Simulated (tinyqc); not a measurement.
CCSD on RHF in the sto-3g basis, for BeH2, spin multiplicity 1, step by step. One step of it, computed by the program tinyqc.

Task: CCSD: starting amplitudes. t_ij^ab = <ij||ab> / (e_i + e_j - e_a - e_b), whose energy is MP2.

orbital energies (hartree): MO1 -4.522666, MO2 -0.446779, MO3 -0.408810, MO4 0.213013, MO5 0.213013, MO6 0.432531, MO7 0.870459

Two-electron integrals over orbitals (pq|rs), unique and non-zero (hartree):
```
(11|11) 2.271575    (21|11) -0.194650   (21|21) 0.025632    (22|11) 0.478706
(22|21) -0.006370   (22|22) 0.391641    (31|31) 0.005699    (32|31) 0.013180
(32|32) 0.163083    (33|11) 0.447498    (33|21) -0.002677   (33|22) 0.404707
(33|33) 0.427965    (41|41) 0.015764    (42|41) 0.015165    (42|42) 0.048758
(43|43) 0.014040    (44|11) 0.569177    (44|21) -0.007784   (44|22) 0.364726
(44|33) 0.350793    (44|44) 0.449859    (51|51) 0.015764    (52|51) 0.015165
(52|52) 0.048758    (53|53) 0.014040    (54|54) 0.024249    (55|11) 0.569177
(55|21) -0.007784   (55|22) 0.364726    (55|33) 0.350793    (55|44) 0.401360
(55|55) 0.449859    (61|11) -0.186213   (61|21) 0.025152    (61|22) -0.006518
(61|33) -0.003741   (61|44) -0.005068   (61|55) -0.005068   (61|61) 0.024862
(62|11) 0.119295    (62|21) -0.006462   (62|22) -0.021697   (62|33) -0.045358
(62|44) 0.056725    (62|55) 0.056725    (62|61) -0.004461   (62|62) 0.079119
(63|31) -0.001892   (63|32) -0.093702   (63|63) 0.084104    (64|41) 0.016359
(64|42) 0.047217    (64|64) 0.050586    (65|51) 0.016359    (65|52) 0.047217
(65|65) 0.050586    (66|11) 0.472556    (66|21) -0.006701   (66|22) 0.391227
(66|33) 0.402301    (66|44) 0.363538    (66|55) 0.363538    (66|61) -0.006295
(66|62) -0.032516   (66|66) 0.406763    (71|31) 0.010729    (71|32) 0.019757
(71|63) -0.001333   (71|71) 0.020521    (72|31) 0.003866    (72|32) -0.042737
(72|63) 0.061487    (72|71) 0.007702    (72|72) 0.056733    (73|11) 0.143561
(73|21) -0.004746   (73|22) -0.003658   (73|33) -0.019565   (73|44) 0.062601
(73|55) 0.062601    (73|61) -0.003456   (73|62) 0.074570    (73|66) -0.024263
(73|73) 0.083723    (74|43) 0.013648    (74|74) 0.016689    (75|53) 0.013648
(75|75) 0.016689    (76|31) 0.010801    (76|32) 0.142086    (76|63) -0.094084
(76|71) 0.016504    (76|72) -0.053319   (76|76) 0.139584    (77|11) 0.569069
(77|21) -0.008612   (77|22) 0.420341    (77|33) 0.438504    (77|44) 0.387484
(77|55) 0.387484    (77|61) -0.008492   (77|62) -0.031290   (77|66) 0.428973
(77|73) -0.006418   (77|77) 0.479207
```

Give: Starting amplitudes; correlation energy.

Result:

Starting amplitudes (spin orbitals 1a, 1b, ...; amplitudes related by a flip of all spins are not repeated):
```
from      to          t
3a 3b  6a 6b    -0.0500
2a 2b  6a 6b    -0.0450
2a 2b  4a 4b    -0.0369
2a 2b  5a 5b    -0.0369
2a 3b  6a 7b    -0.0345
3a 3b  7a 7b    -0.0327
2a 3b  6b 7a     0.0285
2a 2b  7a 7b    -0.0215
3a 3b  4a 4b    -0.0113
3a 3b  5a 5b    -0.0113
2a 3a  6a 7a    -0.0061
1a 2b  4a 4b    -0.0028
1a 2b  5a 5b    -0.0028
1a 1b  6a 6b    -0.0025
1a 1b  7a 7b    -0.0019
1a 1b  4a 4b    -0.0017
1a 1b  5a 5b    -0.0017
1a 2b  7a 7b    -0.0011
1a 2b  6a 6b     0.0008
1a 3b  6a 7b     0.0006
1a 3a  6a 7a   3.41e-04
1a 3b  6b 7a  -2.14e-04
```

correlation energy = -0.024813 hartree
